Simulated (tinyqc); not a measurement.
Worked calculation: LDA (PW92) atom on a uniform radial grid, spin-unpolarised, for F. Computed by tinyqc, a small Python program that keeps every step. Settings: Z = 9, points = 64, R = 14.0, functional = lda,pw, mixing = 1.0, iteration cap = 54. Command: `OMP_NUM_THREADS=1 python tinyqc.py 24730 24731 out.jsonl` (the two numbers bound the seeds that draw the settings). One thread of a shared host (Intel(R) Xeon(R) Processor @ 2.60GHz), about 0.1 s of CPU time with the checks. Later iterations appear only in the table of the cycle.

## Iteration 1

Spherical atom on a uniform radial grid r_j = j h with h = R/(N + 1), h sum u^2 = 1 and integrals as h times sums, u(0) = u(R) = 0 (atomic units):
```
parameter            value
Z                        9
points N                64
R                14.000000
h                 0.215385
mixing            1.000000
electrons in 1s          2
electrons in 2s          2
electrons in 2p          5
```

Three-point differences turn -u''/2 + [l(l+1)/2r^2 - Z/r + V] u = e u into a tridiagonal matrix (diagonal 1/h^2 + potential, off-diagonal -1/2h^2). D = sum f u^2; the Hartree potential y/r solves y'' = -D/r with y(0) = 0, y(R) = N_e; v_xc comes from rho = D/(4 pi r^2); E = sum f e - int D V + int D (V_H/2 + eps_xc); V(new) = V + mixing (V_H + v_xc - V).

eigenvalues (hartree): [-25.462090, -8.463503, -11.172490]

Every 4th grid point:
```
r              V in     u(1s)      u(2s)     u(2p)         D        V_H       v_xc
0.861538   0.000000  0.109364  -1.112743  0.601427  4.308888  10.254074  -0.834143
1.723077   0.000000  0.000759  -0.183125  0.038446  0.074461   5.222682  -0.157716
2.584615   0.000000  3.95e-06  -0.014207  0.001520  0.000415   3.482142  -0.026024
3.446154   0.000000  1.83e-08  -0.000839  0.000049  1.42e-06   2.611607  -0.003692
4.307692   0.000000  7.94e-11  -0.000043  1.44e-06  3.70e-09   2.089286  -0.000465
5.169231   0.000000         0  -2.01e-06  3.90e-08         0   1.741071  -0.000055
6.030769   0.000000         0  -8.89e-08  1.01e-09         0   1.492347   0.000000
6.892308   0.000000         0  -3.76e-09  2.53e-11         0   1.305804   0.000000
7.753846   0.000000  0.000000  -1.54e-10         0         0   1.160714   0.000000
8.615385   0.000000  0.000000          0         0         0   1.044643   0.000000
9.476923   0.000000  0.000000          0         0         0   0.949675   0.000000
10.338462  0.000000  0.000000          0         0         0   0.870536   0.000000
11.200000  0.000000  0.000000          0         0         0   0.803571   0.000000
12.061538  0.000000  0.000000          0         0         0   0.746173   0.000000
12.923077  0.000000  0.000000          0         0         0   0.696429   0.000000
13.784615  0.000000  0.000000          0         0         0   0.652902   0.000000
```

total energy = -56.29412075 hartree

## Iteration 2

As before.

eigenvalues (hartree): [-5.535469, 0.019272, 0.050704]

Every 4th grid point:
```
r              V in     u(1s)      u(2s)     u(2p)         D       V_H       v_xc
0.861538   9.419931  0.329563  -0.101217  0.023628  0.240505  3.406133  -0.341366
1.723077   5.064966  0.021459  -0.223623  0.056016  0.116624  2.237172  -0.180405
2.584615   3.456117  0.001310  -0.281426  0.098908  0.207318  1.827269  -0.168104
3.446154   2.607915  0.000079  -0.317954  0.152180  0.317983  1.605036  -0.160835
4.307692   2.088821  4.77e-06  -0.343144  0.212043  0.460308  1.455761  -0.157200
5.169231   1.741017  2.88e-07  -0.358217  0.272737  0.628567  1.340898  -0.154722
6.030769   1.492347  1.74e-08  -0.363026  0.328061  0.801696  1.243920  -0.151743
6.892308   1.305804  1.05e-09  -0.357472  0.372147  0.948040  1.156927  -0.147299
7.753846   1.160714  6.31e-11  -0.341713  0.399948  1.033327  1.076166  -0.140865
8.615385   1.044643         0  -0.316200  0.407641  1.030821  1.000140  -0.132176
9.476923   0.949675         0  -0.281660  0.392941  0.930679  0.928614  -0.121112
10.338462  0.870536         0  -0.239081  0.355302  0.745518  0.861984  -0.107619
11.200000  0.803571         0  -0.189677  0.295993  0.510013  0.800829  -0.091613
12.061538  0.746173         0  -0.134859  0.218029  0.274056  0.745590  -0.072809
12.923077  0.696429         0  -0.076191  0.125975  0.090959  0.696379  -0.050198
13.784615  0.652902         0  -0.015348  0.025623  0.003754  0.652902  -0.018318
```

total energy = -50.83615394 hartree

## Iteration 3

As before.

eigenvalues (hartree): [-19.734430, -5.053705, -6.740682]

Every 4th grid point:
```
r              V in     u(1s)      u(2s)     u(2p)         D        V_H       v_xc
0.861538   3.064767  0.138992  -1.116553  0.749123  5.337941  10.100966  -0.892271
1.723077   2.056767  0.001466  -0.290615  0.085526  0.205492   5.221021  -0.213873
2.584615   1.659165  0.000012  -0.036827  0.006245  0.002908   3.482131  -0.046925
3.446154   1.444201  8.87e-08  -0.003618  0.000380  0.000027   2.611607  -0.009354
4.307692   1.298561  6.21e-10  -0.000312  0.000021  1.97e-07   2.089286  -0.001697
5.169231   1.186175         0  -0.000025  1.09e-06  1.26e-09   1.741071  -0.000289
6.030769   1.092177         0  -1.91e-06  5.45e-08         0   1.492347  -0.000048
6.892308   1.009628         0  -1.41e-07  2.66e-09         0   1.305804   0.000000
7.753846   0.935301  0.000000  -1.02e-08  1.28e-10         0   1.160714   0.000000
8.615385   0.867964  0.000000  -7.32e-10         0         0   1.044643   0.000000
9.476923   0.807502  0.000000  -5.18e-11         0         0   0.949675   0.000000
10.338462  0.754365  0.000000          0         0         0   0.870536   0.000000
11.200000  0.709216  0.000000          0         0         0   0.803571   0.000000
12.061538  0.672781  0.000000          0         0         0   0.746173   0.000000
12.923077  0.646181  0.000000          0         0         0   0.696429   0.000000
13.784615  0.634584  0.000000          0         0         0   0.652902   0.000000
```

total energy = -63.39777672 hartree

## Convergence

Stop when input and output potentials agree to 1e-7.

Course of the cycle (hartree):
```
iteration             E       e(1s)      e(2s)       e(2p)  largest |V(out) - V(in)|
1          -56.29412075  -25.462090  -8.463503  -11.172490                  2.20e+01
2          -50.83615394   -5.535469   0.019272    0.050704                  1.58e+01
3          -63.39777672  -19.734430  -5.053705   -6.740682                  1.38e+01
4          -52.51396553   -7.074204   0.005650    0.049916                  1.34e+01
5          -63.87678365  -19.361258  -4.854393   -6.471356                  1.32e+01
6          -52.71902639   -7.206045   0.003320    0.049803                  1.32e+01
7          -63.92447416  -19.317771  -4.827277   -6.436798                  1.32e+01
8          -52.74115211   -7.219254   0.003055    0.049790                  1.32e+01
9          -63.92941179  -19.313130  -4.824313   -6.433056                  1.32e+01
10         -52.74347247   -7.220621   0.003027    0.049789                  1.32e+01
11         -63.92992589  -19.312645  -4.824001   -6.432664                  1.32e+01
...                 ...         ...        ...         ...                       ...
44         -52.74374272   -7.220780   0.003023    0.049789                  1.32e+01
45         -63.92998570  -19.312588  -4.823965   -6.432618                  1.32e+01
46         -52.74374272   -7.220780   0.003023    0.049789                  1.32e+01
47         -63.92998570  -19.312588  -4.823965   -6.432618                  1.32e+01
48         -52.74374272   -7.220780   0.003023    0.049789                  1.32e+01
49         -63.92998570  -19.312588  -4.823965   -6.432618                  1.32e+01
50         -52.74374272   -7.220780   0.003023    0.049789                  1.32e+01
51         -63.92998570  -19.312588  -4.823965   -6.432618                  1.32e+01
52         -52.74374272   -7.220780   0.003023    0.049789                  1.32e+01
53         -63.92998570  -19.312588  -4.823965   -6.432618                  1.32e+01
54         -52.74374272   -7.220780   0.003023    0.049789                  1.32e+01
```

Not converged within 54 iterations: the residual has stopped falling: the iteration swings between two states. Reruns (cap 100 unless said): mixing 0.3: converged in 49; mixing 0.6: converged in 21; the original settings with a cap of 400: not converged. Even converged, this uniform grid resolves the cusp poorly and misses the energy of the atom.
